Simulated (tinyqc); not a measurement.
# Transistor under a ferroelectric capacitor (negative capacitance), static model: effect of the remanent polarisation

A ferroelectric film of thickness tf lies between the gate and an inner metal at potential v, which drives an ordinary transistor. One domain, P = Q (background permittivity neglected): Vg = v + tf (2 al Q + 4 be Q^3), al = -3 sqrt(3) Ec/(4 Pr), be = 3 sqrt(3) Ec/(8 Pr^3). Gate charge Q(v) = Qi + Cp v with the channel charge Qi = Cox n Vt ln(1 + exp((v - VT)/(n Vt))). Q in uC/cm^2, E in kV/cm; 1 nm times 1 kV/cm is 1e-4 V. Domains, leakage and the switching time are left out.

C = dQ/dv = Cox/(1 + exp(-(v - VT)/(n Vt))) + Cp; dVg/dv = 1 + C tf (2 al + 12 be Q^2); gain = dv/dVg. The largest gain is taken over -0.3 V < v < 2.5 V, tc is the thickness at which dVg/dv first touches zero, the swing is n Vt ln 10 (1 + 2 al tf Cp), v solves Vg(v) = Vg, and the last column compares Qi(v) with Qi(Vg) of the transistor without the film.

Values chosen for this exercise; Pr and Ec close to those of hafnium oxide based films:
- T = 273 K (temperature)
- Ec = 1200 kV/cm (coercive field)
- Cox = 1.8 uF/cm^2 (capacitance of the inner oxide)
- Cp = 0.73 uF/cm^2 (overlap capacitance per gate area)
- VT = 0.42 V (threshold of the inner transistor)
- n = 1.16 (subthreshold factor of the inner transistor)
- tf = 5.4 nm (ferroelectric thickness)
- Vg = 0.38 V (gate voltage)

Constants: q = 1.602176634e-19 C, kB = 1.380649e-23 J/K, Vt = kB T/q. Results are converted to the units shown.

Effect of the remanent polarisation:
```
Pr (uC/cm^2),tc (nm),largest gain,swing (mV/decade),v at Vg (V),Qi with/without film
6.2,8.165,2.953,50.38,0.5525,23.42
7.8,10.15,2.137,52.94,0.4794,11.00
9.8,12.65,1.745,54.96,0.4469,6.278
12,15.41,1.540,56.40,0.4302,4.320
15,19.18,1.392,57.69,0.4178,3.148
19,24.23,1.287,58.77,0.4086,2.437
24,30.55,1.215,59.62,0.4020,2.007
30,38.13,1.165,60.26,0.3973,1.738
```

As Pr goes from 6.2 to 30 uC/cm^2, the largest gain falls from 2.95 to 1.16, the swing rises from 50.4 to 60.3 mV a decade and tc rises from 8.16 to 38.1 nm.

Numbers from tinyqc (`OMP_NUM_THREADS=1 python tinyqc.py 2860038 2860039 out.jsonl`; about 0.02 s on one thread of a shared Intel Xeon 2.30GHz).
